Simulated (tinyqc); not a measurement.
Changing the temperature T: carrier lifetime from Shockley-Read-Hall, radiative, Auger and surface recombination. Computed by tinyqc, a small Python program. Command: `OMP_NUM_THREADS=1 python tinyqc.py 3024038 3024039 out.jsonl lifetime sweep`. One thread of a shared host (Intel(R) Xeon(R) Processor @ 2.30GHz), about 0.02 s of CPU time with the checks.

Energies are counted from the top of the valence band. Boltzmann statistics, full ionisation, and equal excess densities of electrons and holes.

Inputs (values chosen for the exercise, with bands modelled on InP):

| quantity | value | unit |
|---|---|---|
| gap E_g | 1.36 | eV |
| electron mass m_e | 0.077 | m_0 |
| valleys M_c | 1 | - |
| hole mass m_h | 0.581 | m_0 |
| doping N | 6.7e+16 | cm^-3 |
| trap level E_t | 0.48 | eV |
| trap density N_t | 3.6e+11 | cm^-3 |
| electron cross-section sigma_n | 4.1e-14 | cm^2 |
| hole cross-section sigma_p | 3.8e-15 | cm^2 |
| radiative coefficient B | 2.8e-11 | cm^3/s |
| Auger coefficient C_n | 9.5e-32 | cm^6/s |
| Auger coefficient C_p | 1.2e-30 | cm^6/s |
| excess density dn | 2.7e+13 | cm^-3 |
| generation rate G | 7.3e+21 | cm^-3 s^-1 |
| diffusion coefficient D | 5.1 | cm^2/s |
| surface velocity S | 720 | cm/s |
| thickness W | 3.5 | micrometre |

Doping: n-type. Surface term: two equal surfaces.

Constants: m_0 = 9.1093837015e-31 kg; k_B = 1.380649e-23 J/K; h = 6.62607015e-34 J s; k_B = 8.617333262e-05 eV/K.

Method:
- N_c = 2 M_c (2 pi m_e k_B T/h^2)^(3/2) and N_v = 2 (2 pi m_h k_B T/h^2)^(3/2), masses in units of m_0.
- n_i = sqrt(N_c N_v) exp(-E_g/2 k_B T); majority density N/2 + sqrt(N^2/4 + n_i^2), minority density n_i^2 over it.
- v = sqrt(3 k_B T/m) with m_e or m_h; tau_n0 = 1/(sigma_n v_n N_t), tau_p0 = 1/(sigma_p v_p N_t); n1 = N_c exp(-(E_g - E_t)/k_B T), p1 = N_v exp(-E_t/k_B T).
- The slowest diffusion mode has x tan x = S W/(2 D) with 0 < x < pi/2 (bisection), and tau_s = W^2/(4 x^2 D). The common approximation is W/(2 S) + W^2/(pi^2 D).
- With n = n_0 + dn, p = p_0 + dn and U/dn = 1/tau: (n p - n_i^2)/dn = n_0 + p_0 + dn = s; 1/tau_SRH = s/[tau_p0 (n + n1) + tau_n0 (p + p1)]; 1/tau_rad = B s; 1/tau_Aug = (C_n n + C_p p) s; the rates add, with 1/tau_s.
- Radiative efficiency = tau_eff/tau_rad; effective diffusion length = sqrt(D tau_eff).
- dn solves dn/tau_eff(dn) = G (60 bisections in ln dn between 1e-2 and 1e22 cm^-3); the splitting of the quasi-Fermi levels is k_B T ln(n p/n_i^2).

One run for each value:

| temperature T (K) | tau_SRH at dn (s) | quasi-Fermi splitting under G (eV) | n_i (cm^-3) | effective lifetime at dn (s) |
|---|---|---|---|---|
| 200 | 5.8430e-05 | 1.1882 | 9.7317e+00 | 1.6737e-07 |
| 250 | 5.2261e-05 | 1.1309 | 3.6358e+04 | 1.6731e-07 |
| 300 | 4.7708e-05 | 1.0709 | 9.2061e+06 | 1.6726e-07 |
| 350 | 4.4169e-05 | 1.0087 | 4.9708e+08 | 1.6721e-07 |
| 400 | 4.1316e-05 | 0.9447 | 1.0171e+10 | 1.6717e-07 |
| 450 | 3.8955e-05 | 0.8791 | 1.0865e+11 | 1.6713e-07 |
| 500 | 3.6961e-05 | 0.8121 | 7.3493e+11 | 1.6709e-07 |

Over the rows, tau_SRH at dn (s) falls from 5.84e-5 to 3.70e-5 (exponent d ln y / d ln x about -0.50 throughout); quasi-Fermi splitting under G (eV) falls from 1.19 to 0.812 (exponent d ln y / d ln x -0.22 between the first rows and -0.75 between the last); n_i (cm^-3) rises from 9.73 to 7.35e11 (exponent d ln y / d ln x 37 between the first rows and 18 between the last).

Caution (rows 200, 250): the doping is near the effective density of states, where Boltzmann statistics fail and the gap narrows.

Extremes, crossings and ranges named in words are read from the listed rows.
